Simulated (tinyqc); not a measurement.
Octagonal on-chip spiral inductor, lumped pi model: one step of the calculation.

Outer diameter do = di + 2 n wd + 2 (n - 1) sp, mean da = (do + di)/2, fill p = (do - di)/(do + di), length l = 3.314 n da. L = 2.25 mu0 n^2 da/(1 + 3.55 p), mu0 = 4 pi 1e-7 H/m. Rs = rho l/(wd delta (1 - exp(-th/delta))), delta = sqrt(rho/(pi f mu0)). Cs = n wd^2 eps0 eo/hu across the coil. At each end Cox = l wd eps0 eo/(2 ho) leads to the substrate branch Rsi = 2 rs he/(l wd) in parallel with Csi = l wd eps0 11.7/(2 he). With one end grounded Y = 1/(Rs + i w L) + i w Cs + 1/[1/(i w Cox) + 1/(1/Rsi + i w Csi)], w = 2 pi f; Q = -Im Y/Re Y. Eddy currents in neighbouring turns and in the substrate are left out.

Task. Admittance, quality factor and apparent inductance. Series branch 1/(Rs + i w L), substrate branch, total Y, Q = -Im Y/Re Y, apparent inductance Im(1/Y)/w, metal-only value w L/Rs, share of the loss in the substrate Re(substrate branch)/Re Y.

Values chosen for this exercise:

| symbol | value | unit | meaning |
|---|---|---|---|
| f | 6.4 | GHz | frequency |

L = 4.8155380 nH
Rs = 8.8666000 ohm
Cs = 23.740291 fF
Cox = 50.796894 fF
Rsi = 443.34274 ohm
Csi = 46.733143 fF

Give: series branch; substrate branch; Y; Q; apparent inductance; w L/Rs; share of the loss in the substrate.

Result.

series branch = 0.2360-5.1533i mS
substrate branch = 0.4598+1.2432i mS
Y = 0.6957-2.9554i mS
Q = 4.2479
apparent inductance = 7.9725 nH
w L/Rs = 21.840
share of the loss in the substrate = 66.085 %

Q is 19.5 % of the metal-only value.

Numbers from tinyqc (`OMP_NUM_THREADS=1 python tinyqc.py 2302086 2302087 out.jsonl`; about 0.01 s on one thread of a shared Intel Xeon 2.30GHz).
